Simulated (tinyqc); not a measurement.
MOS inversion layer, Poisson-Schroedinger loop: one step of the calculation.

Electrons confined at an insulator interface at z = 0, treated as a hard wall; parabolic valleys, Hartree approximation, no image or exchange terms. The depletion charge lies far deeper than the electrons and gives a uniform field q Nd/(eps0 eps_r); the gate balances all charge. Energies are counted from the band edge at the interface.

Task. Levels and probability densities. Tridiagonal Hamiltonian with psi = 0 one step beyond both ends: H_ii = C (1/m_(i-1/2) + 1/m_(i+1/2))/hz^2 + V0_i + U_i, H_(i,i+1) = -C/(m_(i+1/2) hz^2), C = hbar^2/(2 m0). The lowest 2 level(s) are kept, normalised to hz sum |psi|^2 = 1. The mass is the same on all intervals.

Parameters, values chosen for the exercise:
- mz1 = 0.0414 m0 (mass along z of valley set A (1 valley(s)))
- hz = 1 nm (mesh step)

Constants: q = 1.602176634e-19 C, hbar = 1.054571817e-34 J s, m0 = 9.1093837015e-31 kg, hbar^2/(2 m0) = 0.0380998212 eV nm^2. Results are converted to the units shown.

fixed potential V0, node 1 to 19 (eV): [0.03962437, 0.07924874, 0.11887310, 0.15849747, 0.19812184, 0.23774621, 0.27737058, 0.31699495, 0.35661931, 0.39624368, 0.43586805, 0.47549242, 0.51511679, 0.55474116, 0.59436552, 0.63398989, 0.67361426, 0.71323863, 0.75286300]
self-consistent potential U at the start, node 1 to 19 (eV): [0, 0, 0, 0, 0, 0, 0, 0, 0, 0, 0, 0, 0, 0, 0, 0, 0, 0, 0]

Give: levels; |psi|^2 of A1; |psi|^2 of A2.

Result.

levels (eV): A1 0.2631, A2 0.4582
|psi|^2 of A1, node 1 to 19 (1/nm): [0.0410, 0.1266, 0.1918, 0.2039, 0.1713, 0.1204, 0.0732, 0.0393, 0.0190, 0.0083, 0.0033, 0.0012, 0.0004, 0.0001, 0.0000, 0.0000, 0.0000, 0.0000, 0.0000]
|psi|^2 of A2, node 1 to 19 (1/nm): [0.0395, 0.0942, 0.0834, 0.0270, 0.0002, 0.0354, 0.1006, 0.1474, 0.1535, 0.1270, 0.0882, 0.0530, 0.0282, 0.0134, 0.0058, 0.0023, 0.0008, 0.0002, 0.0000]

Program tinyqc, `OMP_NUM_THREADS=1 python tinyqc.py 2160115 2160116 out.jsonl`; Intel Xeon 2.30GHz, shared host, one thread, about 0.4 s.
